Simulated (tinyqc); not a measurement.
# In-plane mass from two subband densities

Problem. At zero temperature each occupied subband holds N_k = D (EF - E_k), D = md m0 q/(pi hbar^2) per eV. Two subbands are occupied. Find md, EF - E1 and EF - E2.

Constants: q = 1.602176634e-19 C, hbar = 1.054571817e-34 J s, m0 = 9.1093837015e-31 kg. Results are converted to the units shown.

N1, N2 (cm^-2): 4.9726912e12  1.9e11
E2 - E1 = 56.4 meV

Answer. N1 - N2 = D (E2 - E1) gives D and so md; each N_k/D is a distance to EF.

md = 0.2030 m0
EF - E1 = 58.64 meV
EF - E2 = 2.241 meV

tinyqc, about 0.2 s, one thread, Intel Xeon 2.30GHz (shared host): `OMP_NUM_THREADS=1 python tinyqc.py 2140105 2140106 out.jsonl`
